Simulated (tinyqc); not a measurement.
Interdiffusion of a quantum well during annealing: blurred potential and shift of the confined levels: one step, computed by the program tinyqc.

A square well of width w is blurred by Fick diffusion with a constant coefficient; band offsets are linear in composition, masses are uniform, and strain and excitons are ignored.

Problem. Diffusion length. D = D0 exp(-E/(k_B T)); L = sqrt(D t); share of well material at the centre erf(w/(4L)); 1 nm = 1e-7 cm. Temperatures in kelvin are T(C) + 273.15.

Inputs (values chosen for the exercise, modelled on GaAs in AlGaAs):

| quantity | value | unit |
|---|---|---|
| well width w | 9.6 | nm |
| prefactor D0 | 5 | cm^2/s |
| activation energy E | 3.89 | eV |
| anneal temperature T | 880 | C |
| anneal time t | 84 | s |

Constants: k_B = 8.617333262e-05 eV/K.

Give: diffusivity D; diffusion length L; ratio L/w; share at the centre.

Solution.

diffusivity D = 4.988e-17 cm^2/s

diffusion length L = 0.6473 nm

ratio L/w = 0.06743

share at the centre = 1.0000
